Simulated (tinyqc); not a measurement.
Landau-Devonshire theory of a uniaxial ferroelectric. From one set of inputs to another, one input at a time. Computed by tinyqc, a small Python program. Command: `OMP_NUM_THREADS=1 python tinyqc.py 3011629 3011630 out.jsonl ferro ladder`. One thread of a shared host (Intel(R) Xeon(R) Processor @ 2.30GHz), about 0.02 s of CPU time with the checks.

G(P) = (alpha/2) P^2 + (beta*/4) P^4 + (gamma/6) P^6 - E P per volume, SI units, one domain, P along the polar axis, which is normal to the film.

The inputs printed are set A. Inputs not listed in the table keep their values of set A, so the rows need not describe a real material.

Inputs (values chosen for the exercise, modelled on barium titanate): alpha_0 = 664000 J m/(C^2 K); Curie-Weiss temperature T0 = 381 K; beta = -8.26e+08 J m^5/C^4; gamma = 1.61e+10 J m^9/C^6; temperature T = 349 K; misfit strain u_m = -0.011; electrostriction Q12 = -0.043 m^4/C^2; compliance s11 + s12 = 5.6e-12 m^2/N; gradient coefficient g = 7.9e-10 J m^3/C^2.

Sample: epitaxial film.

Constants: eps_0 = 8.8541878128e-12 F/m.

Method:
- alpha = alpha_0 (T - T0*), with clamping: T0* = T0 + 4 Q12 u_m/(alpha_0 (s11 + s12)), beta* = beta + 4 Q12^2/(s11 + s12).
- Ps^2 = [-beta* + sqrt(beta*^2 - 4 alpha gamma)]/(2 gamma).
- chi = 1/(eps_0 G''), G'' = alpha + 3 beta* P^2 + 5 gamma P^4 at Ps. Ps, chi and the coercive field are for perfect screening, without a depolarising field. The intrinsic coercive field is |alpha P + beta* P^3 + gamma P^5| at the P_c where G'' = 0. 1 C/m^2 = 100 microcoulomb/cm^2.
- With the term (g/2) (dP/dx)^2, (g/2) P'^2 = G(P) - G(Ps) across the wall: energy = int_(-Ps)^(Ps) sqrt(2 g [G(P) - G(Ps)]) dP (40 Gauss-Legendre points); width = 2 Ps over the slope at P = 0, sqrt(2 |G(Ps)|/g). Elastic coupling inside the wall is left out.

Each row keeps all changes above it:
```
input moved                               from          to  intrinsic coercive field (MV/m)  wall width (nm)  well depth G(Ps) (MJ/m^3)
set A                                        -           -                           66.531           3.7205                    -15.384
gamma (J m^9/C^6)                     1.61e+10     2.8e+10                           59.434           3.7005                    -12.087
beta (J m^5/C^4)                    -826000000  3080000000                           36.894           4.0159                     -5.806
temperature T (K)                          349         683                            9.064           6.6255                     -0.960
compliance s11 + s12 (m^2/N)           5.6e-12     5.3e-12                           10.900           6.1968                     -1.214
gradient coefficient g (J m^3/C^2)     7.9e-10     1.6e-11                           10.900           0.8819                     -1.214
electrostriction Q12 (m^4/C^2)          -0.043      -0.046                           13.284           0.8182                     -1.552
alpha_0 (J m/(C^2 K))                   664000      400000                           22.653           0.6770                     -3.083
```

Which inputs carry the difference?

Intrinsic coercive field goes from 66.5 to 22.7, a factor 0.340 in all. The largest single move comes from temperature T (a factor 0.246), and alpha_0 works against it (a factor 1.71). Wall width goes from 3.72 to 0.677, a factor 0.182 in all. The largest single move comes from gradient coefficient g (a factor 0.142), and temperature T works against it (a factor 1.65). Well depth G(Ps) goes from -15.4 to -3.08, +12.3 in all. The largest single move comes from beta (+6.28), and alpha_0 works against it (-1.53). The single moves hold for this order of the switches; the total does not depend on the order.

Caution (all rows): the strain shifts T0 by more than 500 K here, which is beyond the range where constant coefficients hold. Caution (rows set A, gamma, beta): far below T0* the expansion with linear alpha(T) is only a fit. Caution (rows alpha_0): a wall under 0.8 nm, some two lattice spacings, wide is outside the continuum picture.

Extremes, crossings and ranges named in words are read from the listed rows.
